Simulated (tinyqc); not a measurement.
Two-dimensional dopant profile at a mask edge: lateral junction, overlap and effective channel length: one step, computed by the program tinyqc. Command: `OMP_NUM_THREADS=1 python tinyqc.py 3020626 3020627 out.jsonl lateral walk`. One thread of a shared host (Intel(R) Xeon(R) Processor @ 2.30GHz), about 0.01 s of CPU time with the checks.

Ions enter for y < 0; the mask (spacer, then gate) covers y > 0. x is the depth. The surface reflects dopant during the anneal.

Problem. Junction contour. Widths s_x^2 = (vertical straggle)^2 + 2 D t, s_y^2 = (lateral straggle)^2 + 2 D t. C(x, y) = V(x) (1/2) erfc(y/(sqrt2 s_y)), V(x) = Q/(sqrt(2 pi) s_x) [exp(-(x - R_p)^2/(2 s_x^2)) + exp(-(x + R_p)^2/(2 s_x^2))]; 1 nm = 1e-7 cm. The lateral junction at depth x solves C = C_B: y_j(x) = sqrt2 s_y erfc^-1(2 C_B/V(x)). Depths are 0, 0.15, 0.3, 0.45, 0.6, 0.75, 0.9 and 0.97 of x_j.

Inputs (values chosen for the exercise, modelled on a source-drain extension in silicon): dose Q = 1.3e+14 1/cm^2; projected range R_p = 20 nm; channel doping C_B = 1.6e+18 1/cm^3.

vertical junction x_j = 42.37935 nm

s_x = 8.260751 nm

s_y = 11.04536 nm

Give: Contour.

Solution.

Contour:
```
x/x_j  x (nm)  V (1/cm^3)  y_j (nm)
0.00     0.00   6.699e+18      7.84
0.15     6.36   1.644e+19     14.32
0.30    12.71   4.257e+19     19.65
0.45    19.07   6.239e+19     21.53
0.60    25.43   5.059e+19     20.52
0.75    31.78   2.269e+19     16.26
0.90    38.14   5.631e+18      6.30
0.97    41.11   2.399e+18     -4.76
```

The contour reaches furthest, 21.53 nm, at x/x_j = 0.45 among these rows, below the surface, where punch-through would start. It crosses the mask edge where V = 2 C_B.
